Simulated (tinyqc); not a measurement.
Comparisons within one model: heavy doping: gap narrowing, degeneracy and the minority density. A value that a table varies takes the place of the one given here.

F_j(eta) = (1/Gamma(j + 1)) integral_0^infinity x^j dx/(1 + exp(x - eta)), which tends to exp(eta) for eta << 0.

Empirical narrowing (Slotboom form, constants chosen for the exercise; published fits of this form give the apparent narrowing, here it is taken as the true one): dEg = E0 [ln(N/N0) + sqrt(ln(N/N0)^2 + C)].

Majority: N = Nc F_1/2(eta), eta the distance of EF beyond the majority band edge in kT. Degeneracy factor gam = F_1/2(eta)/exp(eta). ni0^2 = Nc Nv exp(-Eg/kT); product n p = ni0^2 gam exp(dEg/kT), dEg the true narrowing; apparent narrowing dEa = dEg + kT ln gam; minority density = n p/N.

Bipolar transistor with N as emitter doping: beta = K (N/NB) exp((dEa_B + dG - dEa_E)/kT), dEa_E = dEg(N) + kT ln gam, dEa_B = dEg(NB). For the sweep in T, Nc is scaled as (T/T0)^(3/2) from its value at T0 = T.

Constants: kB = 8.617333262e-05 eV/K.

Values chosen for the exercise (gap and densities of states near those of Ge at this temperature; narrowing constants of the size fitted for Si, not for this material; not measured data): Eg = 0.601 eV (gap); Nc = 1.93e+19 1/cm^3 (conduction-band density of states); Nv = 9.94e+18 1/cm^3 (valence-band density of states); T = 450 K; E0 = 9.36 meV (narrowing scale); N0 = 8.8e+16 1/cm^3 (onset density); C = 0.5 (smoothing constant); N = 1.4e+18 1/cm^3 (ionised donors, equal to the majority density); NB = 9e+17 1/cm^3 (base doping); K = 4 (ratio (D_B W_E)/(D_E W_B)); dG = 50 meV (extra narrowing of the base by alloying).

## Narrowing against degeneracy

N takes the values listed; the last column is N over the factor gam exp(dEg/kT), the doping that a simple model would need to give the same minority density.

Results:

| N (1/cm^3) | eta | gam | dEg (meV) | dEa (meV) | minority (1/cm^3) | effective doping (1/cm^3) |
|---|---|---|---|---|---|---|
| 6.0e+16 | -5.77 | 0.999 | 3.9 | 3.9 | 6.57e+14 | 5.43e+16 |
| 2.0e+17 | -4.57 | 0.996 | 17.8 | 17.7 | 2.81e+14 | 1.27e+17 |
| 6.0e+17 | -3.46 | 0.989 | 37.1 | 36.7 | 1.53e+14 | 2.33e+17 |
| 2.0e+18 | -2.23 | 0.964 | 59.2 | 57.8 | 7.91e+13 | 4.51e+17 |
| 6.0e+18 | -1.06 | 0.896 | 79.6 | 75.3 | 4.15e+13 | 8.60e+17 |
| 2.0e+19 | 0.40 | 0.697 | 102.0 | 88.0 | 1.72e+13 | 2.07e+18 |
| 6.0e+19 | 2.19 | 0.348 | 122.5 | 81.6 | 4.87e+12 | 7.32e+18 |
| 2.0e+20 | 5.60 | 0.0385 | 145.0 | 18.7 | 2.89e+11 | 1.24e+20 |
| 4.0e+20 | 9.03 | 0.00248 | 157.9 | -74.7 | 1.30e+10 | 2.74e+21 |

dEg grows steadily to 157.9 meV, while the apparent value peaks at 88.0 meV for N = 2e+19 and falls to -74.7 meV as the Fermi level enters the band. N grows by a factor 33 from the third to the sixth row and the effective doping by 8.9: net of degeneracy, narrowing takes away 73 % of the factor gained by heavier doping.

## Current gain against temperature

Gain:

| T (K) | beta | beta with dG = 0 | without narrowing |
|---|---|---|---|
| 150 | 181 | 3.79 | 6.22 |
| 200 | 77.0 | 4.23 | 6.22 |
| 250 | 46.2 | 4.54 | 6.22 |
| 300 | 33.0 | 4.76 | 6.22 |
| 350 | 25.9 | 4.93 | 6.22 |
| 400 | 21.6 | 5.07 | 6.22 |
| 450 | 18.8 | 5.18 | 6.22 |

dEa_B + dG - dEa_E at T0 = 42.9 meV

beta is 181 at 150 K and 18.8 at 450 K, since the net exponent is positive: the gap is narrower in the base. At 300 K narrowing and degeneracy change the gain by a factor 0.766 and alloying the base by 6.92.

## What moves the minority density and the gain

All results formed anew. Each row changes one parameter from the base and keeps the others.

Results:

| case | dEg (meV) | dEa (meV) | minority (1/cm^3) | beta |
|---|---|---|---|---|
| base | 52.63 | 51.64 | 9.64e+13 | 18.8 |
| N = 2.8e+18 1/cm^3 | 65.44 | 63.46 | 6.54e+13 | 27.7 |
| E0 = 11.232 meV | 63.15 | 62.16 | 1.26e+14 | 18.0 |
| N0 = 1.76e+17 1/cm^3 | 39.92 | 38.92 | 6.95e+13 | 18.9 |
| Eg = 0.621 eV | 52.63 | 51.64 | 5.76e+13 | 18.8 |
| Nc = 2.51e+19 1/cm^3 | 52.63 | 51.86 | 1.26e+14 | 18.7 |
| NB = 1.8e+18 1/cm^3 | 52.63 | 51.64 | 9.64e+13 | 13.1 |

The largest shifts from the base row, up to three for each result and ties (the steps differ in size, so this ranks the rows, not the parameters). dEg (meV): N +12.81, N0 -12.71, E0 +10.53; unchanged at the printed digits by Eg, Nc and NB. dEa (meV): N0 -12.71, N +11.82, E0 +10.53; unchanged at the printed digits by Eg and NB. minority (1/cm^3): Eg -3.89e+13, N -3.10e+13, E0 +3.01e+13; unchanged at the printed digits by NB. beta: N +8.92, NB -5.74, E0 -0.771; unchanged at the printed digits by Eg.

(tinyqc, `OMP_NUM_THREADS=1 python tinyqc.py 1650755 1650756 out.jsonl`, Intel(R) Xeon(R) Processor @ 2.30GHz, 1 thread, shared host, about 0.01 s.)
